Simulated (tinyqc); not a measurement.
From results back to parameters: effective mass of the light-hole band from tabulated energies. Two cases, with inputs chosen for the exercise.

Problem. A band follows E (1 + alpha E) = c k^2/m, c = hbar^2/2m0. Its energies at two wave vectors are given.

Constants: hbar^2/2m0 = 3.80998211 eV angstrom^2.
Find: y = c k^2/E; m; alpha.
Method. y = m + m alpha E is a straight line through the two points.

Case 1.

Values chosen (out of a larger set: band of an eight-band Kane model near CdTe; not measured data): k12 = (0.033, 0.088) 1/angstrom (two wave vectors).

energies (meV): 36.72913  219.04135

Solution.

y = c k^2/E (m0): 0.11296  0.13470
m = 0.1086 m0
alpha = 1.10 1/eV

Case 2.

Values chosen (out of a larger set: band of an eight-band Kane model near Ge; not measured data): k12 = (0.0117, 0.0312) 1/angstrom (two wave vectors).

energies (meV): 12.22684  73.79413

Solution.

y = c k^2/E (m0): 0.04266  0.05026
m = 0.0411 m0
alpha = 3.00 1/eV

Computed by tinyqc, one run a case: `OMP_NUM_THREADS=1 python tinyqc.py N N+1 out.jsonl` with N = 1850901, 1850966; one thread of a shared Intel(R) Xeon(R) Processor @ 2.30GHz, about 0.01 s a run at most.
